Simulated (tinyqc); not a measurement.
A run and its error bars: classical Heisenberg spin chain: exact results, Metropolis, heat-bath and over-relaxation steps, and a Monte Carlo run. Computed by tinyqc, a small Python program. Command: `OMP_NUM_THREADS=1 python tinyqc.py 3130145 3130146 out.jsonl heismc walk`. One thread of a shared host (Intel(R) Xeon(R) Processor @ 2.30GHz), about 0.1 s of CPU time with the checks.

E = -J sum_i s_i . s_(i+1) for unit vectors s_i on an open chain; K = J/(k_B T).

Inputs (values chosen for the exercise, for a model chain of large moments): coupling J = 19 meV; temperature T = 71.6 K; moment mu = 3.6 mu_B; length N of the open chain = 12; seed = 972777.

Update: heat bath.

Constants: k_B = 8.617333262e-05 eV/K; mu_B = 5.7883818060e-05 eV/T.

Method:
- Each bond angle is independent, so u = <s_i . s_(i+1)> = coth K - 1/K, <s_i . s_(i+n)> = u^n, correlation length xi = -1/ln|u|, energy per bond -J u, heat capacity per bond c/k_B = 1 - K^2/sinh^2 K, and for the long chain chi = mu^2 (1 + u)/(3 k_B T (1 - u)) per spin.
- For N spins, <|sum s|^2>/N = (1 + u)/(1 - u) - 2 u (1 - u^N)/(N (1 - u)^2); the long chain has (1 + u)/(1 - u), chi over the Curie value, and the difference is relative to it.
- From the ordered state (alternating for J < 0), with each spin drawn from exp(h . s), h = K x sum of neighbours, 200 sweeps are discarded and 1600 recorded (even and odd sites in turn; random numbers not printed, so these rows are one sample). Errors are the scatter of block means over sqrt(number of blocks).

K = 3.07941

u = 0.679501

<|sum s|^2>/N = 4.14843

Blocking:
```
block length  mean bond product      error  <|sum s|^2>/N     error
1                       0.67522  0.0024254         4.0742  0.055398
4                       0.67522  0.0028761         4.0742  0.084874
16                      0.67522  0.0028355         4.0742  0.085792
40                      0.67522  0.0024732         4.0742  0.081219
80                      0.67522  0.0024166         4.0742  0.087254
```

With blocks of 40 the bond product is 1.7 error bars from the exact u = 0.6795, and <|sum s|^2>/N is 0.9 from the exact 4.148. Blocking to 40 changes the two errors by factors 1.0 and 1.5.
